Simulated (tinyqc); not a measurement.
Worked calculation: time-dependent dielectric breakdown: cell percolation, Weibull statistics, area scaling and voltage extrapolation. Computed by tinyqc, a small Python program that keeps every step. Command: `OMP_NUM_THREADS=1 python tinyqc.py 3002006 3002007 out.jsonl tddb walk`. One thread of a shared host (Intel(R) Xeon(R) Processor @ 2.30GHz), about 0.01 s of CPU time with the checks. Intermediate numbers are printed to about 6 digits and carried at full precision; extremes and crossings named in words are read from the listed rows.

The oxide is divided into columns of area a^2, each holding m = t_ox/a cells (m is taken as continuous). A share lambda(t) = (t/t_1)^alpha of the cells is defective, and a column whose cells are all defective breaks down.

Inputs (values chosen for the exercise, for a model gate oxide):
```
quantity,value,unit
oxide thickness t_ox,3.9,nm
defect cell size a,1.4,nm
exponent alpha of defect growth,0.9,-
time t_1 at which the occupied share would reach 1,1.3e+07,s
test area A,200,um^2
product area A_u,4e+06,um^2
stress voltage V,4.4,V
use voltage V_u,2.5,V
local exponent n = -d ln t/d ln V at the stress voltage,43,-
activation energy E_a,0.76,eV
stress temperature T,140,C
use temperature T_u,85,C
allowed failure fraction F,0.01,-
```

Voltage law used: 1/E.

Constants: k_B = 8.617333262e-05 eV/K.

## Weibull parameters from the cell model

Failure fraction F = 1 - (1 - lambda^m)^N with N = A/a^2 columns, which for small lambda^m is 1 - exp(-(t/t63)^beta) with beta = alpha m and t63 = t_1 N^(-1/beta); critical share lambda(t63) = N^(-1/m). 1 um^2 = 1e6 nm^2.

cells per column m = 2.78571

columns N = 1.02041e+08

Weibull slope beta = 2.50714

characteristic life t63 = 8309.23 s

critical share of defective cells = 0.00133369

Times between F = 10 % and 90 % span a factor 3.42: the smaller beta = alpha m, the wider the scatter. Caution: t_1 is an input here; in a real oxide it changes with thickness at fixed voltage.

## A sample of breakdown times

uniform random numbers u: [0.8776, 0.8701, 0.3889, 0.5598, 0.0626, 0.5446, 0.8799, 0.5116, 0.4274]

Each device fails at t = t63 (-ln(1 - u))^(1/beta). Sort the times; median rank F_i = (i - 0.3)/(n_s + 0.4) for n_s devices; W = ln(-ln(1 - F_i)).

Weibull plot:
```
i,t (s),F_i,ln t,W
1,2787.0,0.074468,7.93271,-2.55894
2,6264.3,0.180851,8.74262,-1.61199
3,6582.2,0.287234,8.79212,-1.08293
4,7275.1,0.393617,8.89222,-0.69266
5,7550.5,0.500000,8.92937,-0.36651
6,7678.8,0.606383,8.94622,-0.07002
7,11044.4,0.712766,9.30968,0.22111
8,11171.7,0.819149,9.32114,0.53654
9,11211.8,0.925532,9.32472,0.95451
```

## Fitting the sample

W = ln(-ln(1 - F_i)) with the median ranks F_i. Least squares in W: W = beta ln t - beta ln t63. Maximum likelihood: solve sum t^b ln t/sum t^b - 1/b = mean of ln t for b, then t63 = (mean of t^b)^(1/b).

slope by least squares = 2.40448

t63 by least squares = 9190.56 s

slope by maximum likelihood = 3.44039

t63 by maximum likelihood = 8854.25 s

The true values are beta = 2.507 and t63 = 8310 s. With 9 devices the standard error of the maximum-likelihood slope is about 0.78 beta/sqrt(n_s) = 0.65; the fits miss by -0.10 and +0.93, and t63 by +11 and +7 %.

## Projection to use conditions

All three voltage laws share the slope n at the stress voltage. Factor t(V_u)/t(V): E law exp(n (1 - V_u/V)); 1/E law exp(n (V/V_u - 1)); power law (V/V_u)^n. Temperatures in kelvin are T(C) + 273.15. Temperature factor exp[(E_a/k_B)(1/T_u - 1/T)]; area factor (A/A_u)^(1/beta); percentile factor (-ln(1 - F))^(1/beta); life = t63 x all four; 1 year = 3.15576e7 s.

voltage factor = 1.55863e+14

temperature factor = 26.5270

area factor = 0.0192526

percentile factor = 0.159643

projected life = 3.34601e+09 years

Area and percentile together cost 2.5 decades, voltage and temperature return 15.6; a ten-year target is met. Caution: a voltage factor of more than nine decades rests wholly on the chosen law and cannot be tested.

## Three voltage laws

Life = t63 x voltage, temperature, area and percentile factors, the last three as above.

Log10 of the life in years:
```
V_u/V,V_u (V),E law,1/E law,power law
1.00,4.40,-4.66822,-4.6682,-4.6682
0.95,4.18,-3.73448,-3.6853,-3.7103
0.90,3.96,-2.80075,-2.5933,-2.7006
0.80,3.52,-0.93328,0.0004,-0.5011
0.70,3.08,0.93418,3.3352,1.9926
0.60,2.64,2.80165,7.7816,4.8713
0.50,2.20,4.66911,14.0064,8.2761
0.40,1.76,6.53658,23.3438,12.4432
```

At V_u/V = 0.9 the laws differ by 0.21 decades at most, and at 0.5 by 9.3. The E law is the most cautious and the 1/E law the most hopeful. Ten years are reached at V_u/V = 0.696 (E), 0.767 (1/E), 0.738 (power). Caution: the rows at low voltage extrapolate over many decades and cannot be tested.

Checks made by the program: Weibull form against the exact column count at t63 (relative difference 3e-09).
